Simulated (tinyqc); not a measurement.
Bond length, ionicity and dielectric constant: Penn model of the dielectric constant and Phillips ionicity.

n = 32/a^3; Ep^2 = 8 pi c e2 n with c = hbar^2/2m0, e2 = e^2/(4 pi eps0); EF = c (3 pi^2 n)^(2/3); eps = 1 + (Ep/Eg)^2 S with S = 1 - Eg/(4 EF) + (Eg/(4 EF))^2/3, Eg the Penn gap. Core d shells are left out.

Phillips: bond length d = sqrt(3) a/4; homopolar gap Eh = 39.74 d^(-2.48) eV (d in angstrom); Eg^2 = Eh^2 + C^2; ionicity fi = C^2/Eg^2.

Constants: hbar^2/2m0 = 3.80998211 eV angstrom^2; e^2/(4 pi eps0) = 14.39964547 eV angstrom.

Each case gives a and C, chosen for the exercise.

Results:
```
case       a (angstrom)  C (eV)  Eh (eV)  Eg (eV)  Ep (eV)   eps     fi
near AlN          4.392    7.14     8.07    10.78    22.82  4.88  0.439
near InP          5.883    3.54     3.91     5.27    14.72  7.86  0.451
near SiC          4.360    3.92     8.22     9.11    23.07  6.69  0.185
near GaP          5.470    3.45     4.68     5.82    16.42  8.06  0.352
near BN           3.629    7.76    12.95    15.10    30.38  4.53  0.264
near AlAs         5.677    2.43     4.27     4.91    15.53  9.95  0.245
```

How do the results move, and what explains it?

eps runs from 4.53 (near BN) to 9.95 (near AlAs). Eg varies by a factor 3.07 and Ep by 2.06; the order of eps is not simply the reverse order of Eg, since Ep varies too. Without the d-shell correction the model runs low for the heavier compounds.

(tinyqc, `OMP_NUM_THREADS=1 python tinyqc.py 1652785 1652786 out.jsonl`, Intel(R) Xeon(R) Processor @ 2.30GHz, 1 thread, shared host, about 0.01 s.)
